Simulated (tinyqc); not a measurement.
Isotherms: adsorption as a lattice gas: isotherms with interactions, competition, desorption peaks and saturation dose. Computed by tinyqc, a small Python program. Command: `OMP_NUM_THREADS=1 python tinyqc.py 3025696 3025697 out.jsonl adsorb walk`. One thread of a shared host (Intel(R) Xeon(R) Processor @ 2.30GHz), about 0.2 s of CPU time with the checks.

One adsorbate per site; a molecule needs 1 empty site. Gas and surface have the same temperature.

Inputs (values chosen for the exercise, for a model surface): desorption energy E = 1.36 eV; prefactor nu = 1.5e+13 1/s; pair energy w (positive repels) = 0.0073 eV; neighbours z = 3; site density N_s = 10 1/nm^2; molecular mass M = 17.9 u; sticking coefficient s0 = 0.13; temperature T = 646 K; pressure p = 0.18 Pa; blocking by a second gas, K_B p_B = 0.072.

Adsorption: molecular (first order).

Constants: u = 1.6605390666e-27 kg; k_B = 1.380649e-23 J/K; k_B = 8.617333262e-05 eV/K.

Method. Flux F = p/sqrt(2 pi M k_B T); k_d = nu exp(-E/(k_B T)); s0 F (1 - theta) = N_s k_d theta, so y = s0 F/(N_s k_d), theta = y/(1 + y). With a second gas on the same sites theta = y/(1 + y + K_B p_B). With u = w/(k_B T). Mean field: theta/(1 - theta) = y exp(-z u theta). Quasi-chemical: theta/(1 - theta) = y [(r - 1 + 2 theta)(1 - theta)/((r + 1 - 2 theta) theta)]^(-z/2) exp(-z u/2), r = sqrt(1 - 4 theta (1 - theta)(1 - exp(-u))).

u = 0.131135

Coverage; the first column is ln y - z u/2:
```
ln y - z u/2  no interaction  mean field  quasi-chemical
-5.0                 0.00814     0.00811         0.00811
-3.0                 0.05715     0.05597         0.05603
-2.0                 0.14145     0.13512         0.13536
-1.0                 0.30932     0.28583         0.28626
-0.5                 0.42475     0.38795         0.38826
0.0                  0.54902     0.50000         0.50000
0.5                  0.66746     0.61205         0.61174
1.0                  0.76794     0.71417         0.71374
2.0                  0.89995     0.86488         0.86464
3.0                  0.96071     0.94403         0.94397
5.0                  0.99450     0.99189         0.99189
```

What follows from these numbers?

At half coverage the slope d theta/d ln y is 1/4 without interaction, 1/(4 + z u) = 0.228 in mean field and 0.227 in the pair theory, 1/[4 + 2 z (exp(u/2) - 1)]. Repulsion spreads the filling over a wider range of pressure; the two theories differ by at most 4.3e-4 in these rows.
